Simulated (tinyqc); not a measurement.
Trap-assisted generation and recombination current of an abrupt junction: one step, computed by the program tinyqc. Command: `OMP_NUM_THREADS=1 python tinyqc.py 3014974 3014975 out.jsonl junctionleak walk`. One thread of a shared host (Intel(R) Xeon(R) Processor @ 2.30GHz), about 0.01 s of CPU time with the checks.

Depletion approximation, flat quasi-Fermi levels across the depleted layer, long neutral regions with minority lifetimes tau_n and tau_p, full ionisation and Boltzmann statistics. Voltages in exponents stand for e V.

Task: Depleted layer under reverse bias. W = sqrt(2 eps eps_0 (V_bi - V)(1/N_A + 1/N_D)/e), x_p = W N_D/(N_A + N_D), x_n = W - x_p, peak field F_m = 2 (V_bi - V)/W; reverse bias means V = -V_r.

Inputs (values chosen for the exercise, with bands and screening modelled on silicon):
```
quantity                   value   unit
dielectric constant eps       12      -
acceptor density N_A     1.5e+15  cm^-3
donor density N_D        4.7e+18  cm^-3
reverse bias V_r             6.4      V
temperature T                400      K
```

Field enhancement: Hurkx tunnelling factor.

V_bi = 0.7014737 V

Constants: eps_0 = 8.8541878128e-12 F/m; e = 1.602176634e-19 C.

Give: W; x_p; x_n; peak field F_m.

Result:

W = 2506 nm

x_p = 2505 nm

x_n = 0.7996 nm

peak field F_m = 56670 V/cm
